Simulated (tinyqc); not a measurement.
From results back to parameters: thin-body film or fin with hard walls, valleys of the Si type. Two cases, with inputs chosen for the exercise.

Problem. In a hard-walled film E_1 = c (pi/t)^2/m_z, c = hbar^2/2m0. The splitting between the lowest levels of two valley groups, on the (110) face, was computed from a hidden thickness.

Constants: hbar^2/2m0 = 3.80998211 eV angstrom^2.

Case 1.

Values chosen (out of a larger set: near those of Si; not measured data): m_za = 0.3122 m0 (heavier confinement mass); m_zb = 0.188 m0 (lighter one).

splitting = 10.275 meV

Case 2.

Values chosen (out of a larger set: near those of Si; not measured data): m_za = 0.3141 m0 (heavier confinement mass); m_zb = 0.19 m0 (lighter one).

splitting = 15.958 meV

Find: t; lower level.

Solution. t = pi sqrt(c (1/m_zb - 1/m_za)/splitting).

Case 1.

t = 88.0 angstrom
lower level = 0.0156 eV

Case 2.

t = 70.0 angstrom
lower level = 0.0244 eV

Computed by tinyqc, one run a case: `OMP_NUM_THREADS=1 python tinyqc.py N N+1 out.jsonl` with N = 1250245, 1250795; one thread of a shared Intel(R) Xeon(R) Processor @ 2.30GHz, about 0.01 s a run at most.
